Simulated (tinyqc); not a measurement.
# Competing polymorphs of an oxide film: bulk, surface, grain-boundary, dopant and field terms, step by step

A worked calculation. Computed by tinyqc, a small Python program that keeps every step. Command: `OMP_NUM_THREADS=1 python tinyqc.py 3010706 3010707 out.jsonl polymorph walk`. One thread of a shared host (Intel(R) Xeon(R) Processor @ 2.30GHz), about 0.01 s of CPU time with the checks. Intermediate numbers are printed to about 6 digits and carried at full precision; extremes and crossings named in words are read from the listed rows.

Phases: monoclinic m (reference), polar orthorhombic o, tetragonal t. Free energies per formula unit (f.u.); 1 J/m^2 x angstrom^3/nm = 6.241509 meV.

Inputs (values chosen for the exercise, for a model oxide):

| quantity | value | unit |
|---|---|---|
| energy of the polar phase o over m | 82.1 | meV/f.u. |
| energy of the tetragonal phase t over m | 156 | meV/f.u. |
| entropy of o over m | 0.011 | meV/(f.u. K) |
| entropy of t over m | 0.063 | meV/(f.u. K) |
| surface energy of m | 3.55 | J/m^2 |
| surface energy of o | 3.16 | J/m^2 |
| surface energy of t | 3.09 | J/m^2 |
| volume per formula unit Omega | 34.9 | angstrom^3 |
| film thickness h | 19 | nm |
| grain radius R | 23 | nm |
| temperature T | 300 | K |
| dopant content x | 5.8 | % |
| shift of o per % of dopant | -6.6 | meV/f.u. |
| shift of t per % of dopant | -16 | meV/f.u. |
| polarisation of o | 48 | microcoulomb/cm^2 |
| field E | 1.7 | MV/cm |
| width sigma of ln R | 0.25 | - |
| interlayer thickness (SiO2) | 1.1 | nm |

Geometry: free particles.

permittivities of m, o, t: 18  30  45

## Bulk terms

Bulk term b = H - T S + (shift) x, zero for m. The undoped bulk turns from m to t at T = H_t/S_t.

b (meV/f.u.): m 0.00, o 40.52, t 44.30

bulk m-t temperature = 2476.19 K

## Free energies of the grain

Area per volume: A = 3/R for a sphere; G = b + gamma Omega A.

area per volume A = 0.130435 1/nm

G less G(m) (meV/f.u.): m 0.0000, o 29.4392, t 31.2303

G(o) - G(m) = 29.4392 meV/f.u.

G(t) - G(o) = 1.79113 meV/f.u.

The lowest phase is m, by 29.4 meV/f.u. over o, as in the bulk terms. Caution: this is an equilibrium ranking; real films often keep the phase that nucleates first on cooling from t.

## Crossing points

With G = b + gamma Omega A (b the bulk free energy per formula unit, A the area per volume), two phases i, j cross at A_ij = (b_j - b_i)/(Omega (gamma_i - gamma_j)); o has a window only if A_mo < A_ot.

A_mo = 0.476969 1/nm

A_ot = 0.247901 1/nm

A_mt = 0.442111 1/nm

o has no window: the sequence goes from m to t at A = 0.442 1/nm.

## Phase shares in a spread of grain sizes

Grain radii are log-normal by volume with median R and width sigma; the share with A above A* is that with radius below R*, R* = 3/A* (all if A* <= 0), share = (1/2) erfc[-ln(R*/R)/(sqrt 2 sigma)]. Effective permittivity of a layer of thickness h built of such grains, taken in parallel: sum of share x eps; EOT = interlayer + 3.9 h/eps.

volume shares: m 0.999999, o 0.000000, t 0.000001

share of o = 0

effective permittivity = 18.0000

equivalent oxide thickness = 5.21666 nm

One phase holds nearly all the volume.

## A field

The polar phase gains -P E Omega (1 microcoulomb/cm^2 x MV/cm x angstrom^3 = 0.006241509 meV); the dielectric term -(1/2) eps_0 (eps - 1) E^2 Omega is left out. Where t lies below o, o is reached at E_up = [G(o) - G(t)]/(P Omega), else 0.

gain P E Omega = 17.7748 meV/f.u.

G(t) - G(o) in the field = 19.5659 meV/f.u.

crossing field E_up = 0 MV/cm

o already lies below t. m lies lower than both at zero field, so this holds only while m is avoided.

## Dopant series

Bulk term b = H - T S + (shift) x, zero for m.

Against dopant content:

| x (%) | A_mo (1/nm) | A_ot (1/nm) | share m | share o | share t |
|---|---|---|---|---|---|
| 0.0 | 0.927570 | 3.82345 | 1.00000 | 0 | 0.00000 |
| 1.0 | 0.849880 | 3.20698 | 1.00000 | 0 | 0.00000 |
| 2.0 | 0.772190 | 2.59050 | 1.00000 | 0 | 0.00000 |
| 3.0 | 0.694500 | 1.97403 | 1.00000 | 0 | 0.00000 |
| 4.0 | 0.616810 | 1.35755 | 1.00000 | 0 | 0.00000 |
| 5.0 | 0.539120 | 0.74108 | 1.00000 | 6.88162e-09 | 0.00000 |
| 6.5 | 0.422586 | -0.18363 | 0.99990 | 0 | 0.00010 |
| 8.0 | 0.306051 | -1.10834 | 0.07380 | 0 | 0.92620 |
| 10.0 | 0.150671 | -2.34129 | 0.00000 | 0 | 1.00000 |

The dopant lowers t by 16 and o by 6.6 meV per %, so A_ot falls faster than A_mo. The share of o stays under 2 % at every content listed. t holds the majority from x = 8 % on.

Checks made by the program: equal free energies at A_mt (relative difference below 1e-10).
